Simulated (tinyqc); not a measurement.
# Ten-year voltage from two stress tests

Problem. Lifetimes follow tau = t0 exp(B/Vd). Ten years are 3.15576e8 s. Find B, t0 and the drain voltage for ten years.

lifetimes at Vd = 2.6 and 3 V (s): [56000, 83.1200923]

Solution. ln(tau) is linear in 1/Vd.

B = 127.0 V
t0 = 3.424e-17 s
ten-year voltage = 2.209 V

Numbers from tinyqc (`OMP_NUM_THREADS=1 python tinyqc.py 2550124 2550125 out.jsonl`; about 0.01 s on one thread of a shared Intel Xeon 2.30GHz).
